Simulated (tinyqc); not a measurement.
What moves the results: heterojunction of two tight-binding chains. A value that a table varies takes the place of the one given here.

Left chain: hopping -t1, sites at 2 t1 (band bottom 0). Right chain: hopping -t2, sites at dE + 2 t2 (bottom dE). t = c/(m a^2), c = hbar^2/2m0. The bond across the interface is -tc with tc = f sqrt(t1 t2), and the last left site has the extra energy U. In a chain E = bottom + 2t (1 - cos(ka)); the surface Green function of a half chain is g = -exp(ika)/t, with Im k > 0 where cos(ka) > 1.

Constants: hbar^2/2m0 = 3.80998211 eV angstrom^2.

Inputs chosen for the exercise (masses and offset of the size met at InAs / GaSb; shifted at random, so the results belong to these values and not to a real crystal):
```
symbol  value  unit      meaning
a       3      angstrom  site spacing
m1      0.026  m0        mass on the left
m2      0.043  m0        mass on the right
dE      1.03   eV        band offset
f       1                factor on the interface hopping
U       0      eV        extra energy on the last left site
E       1.056  eV        electron energy
```

## Transmission against energy, and which matching rule a chain obeys

Chain A is the junction as given; chain B has tc = sqrt(t1 t2) and U = 0; chain C has tc = t2 and U = t2 - t1, the finite-difference form of -d/dx (c/m) d/dx. Continuum formulas T = 4 x y/(x + y)^2 with parabolic k: x, y = k/m on each side (BenDaniel-Duke) or x, y = k (slope continuous).

T:
```
E - dE (eV),E (eV),chain A,chain B,chain C,k/m matched,k matched
0.002,1.032,0.2014,0.2014,0.1271,0.1280,0.2028
0.005,1.035,0.2993,0.2993,0.1932,0.1946,0.3013
0.010,1.040,0.3953,0.3953,0.2615,0.2633,0.3978
0.020,1.050,0.5092,0.5092,0.3479,0.3501,0.5121
0.050,1.080,0.6761,0.6761,0.4884,0.4911,0.6790
0.100,1.130,0.7979,0.7979,0.6073,0.6103,0.8006
0.200,1.230,0.8975,0.8975,0.7239,0.7269,0.8995
0.400,1.430,0.9627,0.9627,0.8232,0.8260,0.9638
```

Chain C follows the k/m rule within 0.0030 and chain B the plain k rule within 0.0030, while the two rules differ by up to 0.1903: in B the self-energy of the right side is -t1 exp(i k2 a), so only k2 enters, and in C it is -t2 exp(i k2 a), which carries 1/m2. Chain A is chain B here.

## When the interface binds a state

A state below both bands solves E - 2 t1 - U - S1(E) - S2(E) = 0 for E < 0, with S1 = -t1 z1, S2 = -(tc^2/t2) z2 and |z| < 1 the decaying root of z + 1/z = 2 - (E - bottom)/t. Decay lengths -a/ln|z|. The threshold is the U that solves the equation at E = 0. A dash: no bound state.

Interface state:
```
U (eV),E (eV),decay left (angstrom),decay right (angstrom)
-1.34,-,-,-
-2.69,-,-,-
-4.03,-,-,-
-4.93,-0.0109,115.9,9.3
-5.83,-0.0824,42.2,9.0
-7.17,-0.2692,23.3,8.3
-8.97,-0.6264,15.3,7.4
-13.45,-1.9255,8.8,5.5
```

threshold U = -4.4832 eV

The step pushes the state out, so an attraction must exceed 4.4832 eV to bind; 5 of the 8 rows are bound. At U = -13.45 eV the state decays over 8.8 angstrom to the left and 5.5 to the right, where the band lies higher.

## What each parameter does

T = 4 Im(S1) Im(S2) |G|^2 with G = 1/(E - 2 t1 - U - S1 - S2), S1 = -t1 exp(i k1 a), S2 = -(tc^2/t2) exp(i k2 a). Each row changes one parameter from the base and keeps the others.

Results:
```
case,T,k1 a,k2 a
base,0.5560,0.2554,0.0514
m1 = 0.0312 m0,0.5220,0.2799,0.0514
m2 = 0.0516 m0,0.5901,0.2554,0.0563
dE = 0.98 eV,0.7602,0.2554,0.0879
f = 0.9,0.3763,0.2554,0.0514
U = 0.2 eV,0.5596,0.2554,0.0514
a = 2.4 angstrom,0.5570,0.2041,0.0411
```

The largest shifts from the base row, up to three for each result and ties (the steps differ in size, so this ranks the rows, not the parameters). T: dE +0.2042, f -0.1796, m2 +0.0341. k1 a: a -0.0513, m1 +0.0245; unchanged at the printed digits by m2, dE, f and U. k2 a: dE +0.0365, a -0.0103, m2 +0.0049; unchanged at the printed digits by m1, f and U.

Run: tinyqc, `OMP_NUM_THREADS=1 python tinyqc.py 1482442 1482443 out.jsonl`; Intel(R) Xeon(R) Processor @ 2.30GHz, one thread, shared host; about 0.01 s of CPU time with all checks.
